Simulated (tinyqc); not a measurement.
## Donor binding, ionisation and the Mott limit: Freeze-out

Hydrogenic donor: Ry = (m0 q^3/(8 eps0^2 h^2)) me/eps_r^2 in eV, E0 = cc Ry, radius a = q/(8 pi eps0 eps_r E0), Mott density Nm = (0.26/a)^3. Below Nm the level sinks as Ed = E0 [1 - (N/Nm)^(1/3)]. Neutrality: Nc F12(eta) = N/(1 + 2 exp(eta + Ed/kB T)), F12(x) = (2/sqrt(pi)) int_0^infinity sqrt(u)/(1 + exp(u - x)) du.

Nc is given at 200 K and scales as T^1.5.

Inputs (values chosen for the exercise); band and dielectric values close to those of gallium nitride: relative permittivity eps_r = 9.32; mass in the hydrogenic formula, set independently of Nc me = 0.204 m0; conduction-band density of states at 200 K Nc = 1.24e18 cm^-3; ratio of the true binding energy to the hydrogenic one cc = 1; donor density N = 1e17 cm^-3.

Constants: q = 1.602176634e-19 C, kB = 1.380649e-23 J/K, eps0 = 8.8541878128e-12 F/m, h = 6.62607015e-34 J s, m0 = 9.1093837015e-31 kg, Vt = kB T/q. Results are converted to the units shown.

Results:
```
T (K)      eta  n (cm^-3)  ionised (%)  ln(n/T^0.75)
30     -3.6999  1.7658e15       1.7658        32.556
45     -2.8573  7.4499e15       7.4499        33.692
80     -2.3841  2.8017e16       28.017        34.585
110    -2.3955  4.4677e16       44.677        34.813
150    -2.5514  6.1138e16       61.138        34.894
220    -2.8948  7.7620e16       77.620        34.845
300    -3.2570  8.6545e16       86.545        34.722
400    -3.6339  9.1787e16       91.787        34.565
```

Estimate the missing row, T = 60 K.

Computed row:
```
T (K)      eta  n (cm^-3)  ionised (%)  ln(n/T^0.75)
60     -2.5310  1.5777e16       15.777        34.227
```

With this row back in the table: The ionised share rises from 1.77 to 91.8 %. Between the first two rows ln(n/T^0.75) has the slope -8.81 meV against q/kB T; deep freeze-out without compensation gives -Ed/2 = -9.08 meV.

Range of the model: A sharp level with degeneracy 2 overstates freeze-out near Nm, where the impurity band broadens and merges with the conduction band.

Computed by the program tinyqc: `OMP_NUM_THREADS=1 python tinyqc.py 2330049 2330050 out.jsonl`, one thread of a shared Intel Xeon 2.30GHz, about 0.01 s for the whole run.
